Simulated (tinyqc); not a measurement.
Image-sensor pixel with a pinned photodiode, signal and noise: two steps of the calculation.

A buried n layer between a heavily doped p+ surface layer and a p layer is emptied into a floating diffusion, read through a source follower with correlated double sampling (reset noise cancelled). One-dimensional abrupt junctions; no blooming, lag or crosstalk.

Values chosen for this exercise; material values close to those of silicon:
- T = 313 K (temperature)
- eps_r = 11.7 (relative permittivity of the semiconductor)
- A = 16 um^2 (photodiode area)
- Nn = 4e16 cm^-3 (doping of the buried n layer)
- a = 470 nm (thickness of that layer)
- Np = 1.2e16 cm^-3 (doping of the p layer below)
- Vb = 0.8 V (built-in voltage)
- Cf = 0.56 fF (floating-diffusion capacitance)
- dV = 0.9 V (usable swing of the floating diffusion)
- As = 0.87 (source-follower gain)
- vn = 150 uV (read noise at the output)

Constants: q = 1.602176634e-19 C, kB = 1.380649e-23 J/K, eps0 = 8.8541878128e-14 F/cm where lengths are in cm. Results are converted to the units shown.

Question 1. Pinning voltage and diode capacity. With k = 1 + Nn/Np, the two depletion regions meet at depth x = a sqrt(k)/(1 + sqrt(k)) from the p+ side; pinning voltage Vp = q Nn x^2/(2 eps0 eps_r) - Vb. Electrons in the diode at zero bias: Nn A [a - x0 (1 + 1/sqrt(k))], x0 = sqrt(2 eps0 eps_r Vb/(q Nn)).

Wanted: k; x; Vp; diode capacity.

Answer 1.

k = 4.333
x = 317.5 nm
Vp = 2.318 V
diode capacity = 1.484e5 electrons

Question 2. Full well, conversion gain and read noise. Floating-diffusion limit Cf dV/q; full well FW is the smaller of the two; conversion gain CG = q As/Cf; read noise in electrons vn/CG. Reset noise sqrt(kB T Cf)/q is listed for comparison.

diode capacity = 1.4843101e5 electrons

Find: floating-diffusion limit; FW; CG; read noise; reset noise.

Answer 2.

floating-diffusion limit = 3146 electrons
FW = 3146 electrons
CG = 248.9 uV/electron
read noise = 0.6026 electrons
reset noise = 9.710 electrons

The floating diffusion limits the full well.

Numbers from tinyqc (`OMP_NUM_THREADS=1 python tinyqc.py 2630033 2630034 out.jsonl`; about 0.01 s on one thread of a shared Intel Xeon 2.30GHz).
